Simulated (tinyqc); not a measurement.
From results back to parameters: Kronig-Penney superlattice by transfer matrices. Three cases, with inputs chosen for the exercise.

Problem. The bottom of the first miniband was computed from a hidden barrier width b.

Wells (width a, potential 0, mass mw) alternate with barriers (width b, height V0, mass mb); period d = a + b; c = hbar^2/2m0. The vector (psi, psi'/m) is continuous, and a layer of thickness t carries it by M = [[cos kt, (m/k) sin kt], [-(k/m) sin kt, cos kt]] with k = sqrt(m (E - V)/c); for E < V, k = i kappa gives [[cosh, (m/kappa) sinh], [(kappa/m) sinh, cosh]] of kappa t. A Bloch state obeys cos(q d) = tr(Mb Mw)/2.

Constants: hbar^2/2m0 = 3.80998211 eV angstrom^2.

Case 1.

Values chosen (near those of a non-polar GaN superlattice with barriers of AlN; not measured data): a = 19 angstrom (well width); V0 = 1.866 eV (barrier height); mw = 0.201 m0 (mass in the wells); mb = 0.331 m0 (mass in the barriers).

bottom of band 1 = 0.2268180 eV

Case 2.

Values chosen (near those of a GaAs superlattice with barriers of AlGaAs; not measured data): a = 48 angstrom (well width); V0 = 0.178 eV (barrier height); mw = 0.0664 m0 (mass in the wells); mb = 0.0853 m0 (mass in the barriers).

bottom of band 1 = 0.0537719 eV

Case 3.

Values chosen (near those of an InGaAs superlattice with barriers of InAlAs; not measured data): a = 81 angstrom (well width); V0 = 0.534 eV (barrier height); mw = 0.0413 m0 (mass in the wells); mb = 0.0767 m0 (mass in the barriers).

bottom of band 1 = 0.0497493 eV

Find: k; kappa; tanh(kappa b/2); b.

Solution. At q = 0 the lowest state is even about the centres of well and barrier: cos(kz) joins cosh, so (k/mw) tan(k a/2) = (kappa/mb) tanh(kappa b/2), which gives b.

Case 1.

k = 0.10939 1/angstrom
kappa = 0.37737 1/angstrom
tanh(kappa b/2) = 0.8117
b = 6.0 angstrom

Case 2.

k = 0.03061 1/angstrom
kappa = 0.05274 1/angstrom
tanh(kappa b/2) = 0.6737
b = 31.0 angstrom

Case 3.

k = 0.02322 1/angstrom
kappa = 0.09874 1/angstrom
tanh(kappa b/2) = 0.5987
b = 14.0 angstrom

Computed by tinyqc, one run a case: `OMP_NUM_THREADS=1 python tinyqc.py N N+1 out.jsonl` with N = 1250086, 1250217, 1250222; one thread of a shared Intel(R) Xeon(R) Processor @ 2.30GHz, about 0.2 s a run at most.
